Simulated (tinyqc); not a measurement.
# Resistance of a source-drain extension with a graded tip: two studies

y runs along the channel, the gate covers y > 0. The doping is N0 for y < y0 and N0 10^(-(y - y0)/la) beyond, uniform over the depth xj. Sheet conductance s(y) = q mu(N) max(N - Nch, 0) xj + (for y > 0) ma Cox Vo, with mu(N) = u0 + (u1 - u0)/(1 + (N/Nr)^au) and Cox = eps0 eox/tox. Current is taken as one-dimensional; depletion of the tip, spreading and the contact are left out. The metallurgical junction lies at yj, where N = Nch.

Inputs (values chosen for the exercise); mobility law close to that of electrons in silicon:
```
symbol   value        unit                                                                 meaning
eox        9.1              relative permittivity of the gate insulator (close to aluminium oxide)
tox        2.8          nm                                                     insulator thickness
N0        1e20       cm^-3                        active doping of the extension far from the gate
la         5.5   nm/decade                                                      lateral abruptness
y0         1.4          nm          position under the gate where the fall begins (gate edge at 0)
xj          17          nm                                                  depth of the extension
Nch     5.3e17       cm^-3                                                          channel doping
Ls           5          nm                                                           spacer length
Vo        0.84           V                                                          gate overdrive
ma         110  cm^2/(V s)                                      mobility of the gate-induced layer
u1        1414  cm^2/(V s)                                                  mobility at low doping
u0        68.5  cm^2/(V s)                                                 mobility at high doping
Nr      9.2e16       cm^-3                                                        reference doping
au       0.711                                                                            exponent
Lg          40          nm                                                             gate length
```

Constants: q = 1.602176634e-19 C, eps0 = 8.8541878128e-14 F/cm where lengths are in cm. Results are converted to the units shown.

Each table varies one quantity; the others keep the values above.

## Abruptness at a fixed junction position

R_spacer = integral of dy/s from -Ls to 0, R_ov from 0 to yj, R_channel = (Lg - 2 yj)/(ma Cox Vo), R_total = 2 R_spacer + 2 R_ov + R_channel. Electrical length L_eff = ma Cox dR_total/d(1/Vo); R_series = R_total - L_eff/(ma Cox Vo). y0 is moved with la so that yj stays at 13.916 nm.

The same in every row: yj (nm) = 13.92; R_channel (ohm um) = 45.76.

Abruptness at a fixed junction position:
```
la (nm/decade)  R_spacer (ohm um)  R_ov (ohm um)  R_total (ohm um)  L_eff (nm)  R_series (ohm um)
1                           2.373          9.470             69.45       14.08              16.50
2                           2.373          13.08             76.66       15.64              17.84
3                           2.373          16.68             83.87       17.20              19.17
3.9                         2.373          19.93             90.36       18.61              20.38
4.9                         2.373          23.53             97.57       20.17              21.72
5.9                         2.373          27.14             104.8       21.73              23.05
6.9                         2.651          30.54             112.1       23.26              24.64
7.9                         3.883          33.29             120.1       24.67              27.32
```

As la goes from 1 to 7.9 nm/decade, R_total rises from 69.4 to 120 ohm um, R_spacer rises from 2.37 to 3.88 ohm um and R_ov rises from 9.47 to 33.3 ohm um. R_total changes on average by 7.34 ohm um for each nm/decade. L_eff exceeds the metallurgical length by 1.91 nm in the first row and 12.5 nm in the last, since the gate also controls the lightly doped tips.

## Effect of the depth of the extension

Same model as above.

The same in every row: yj (nm) = 13.92; R_channel (ohm um) = 45.76.

Results:
```
xj (nm)  R_spacer (ohm um)  R_ov (ohm um)  R_total (ohm um)  L_eff (nm)  R_series (ohm um)
4                    10.09          38.17             142.3       28.31              35.79
5.6                  7.204          35.44             131.1       26.58              31.10
7.7                  5.239          32.72             121.7       24.94              27.88
11                   3.667          29.58             112.3       23.16              25.14
15                   2.689          26.81             104.8       21.68              23.22
21                   1.921          23.83             97.26       20.17              21.39
40                   1.009          18.37             84.53       17.65              18.14
```

Estimate the missing row, xj = 29 nm.

Computed row:
```
xj (nm)  R_spacer (ohm um)  R_ov (ohm um)  R_total (ohm um)  L_eff (nm)  R_series (ohm um)
29                   1.391          21.04             90.62       18.84              19.75
```

With this row back in the table: As xj goes from 4 to 40, R_total falls from 142 to 84.5 ohm um, L_eff falls from 28.3 to 17.7 nm and R_series falls from 35.8 to 18.1 ohm um.

tinyqc, about 0.03 s, one thread, Intel Xeon 2.30GHz (shared host): `OMP_NUM_THREADS=1 python tinyqc.py 2282174 2282175 out.jsonl`
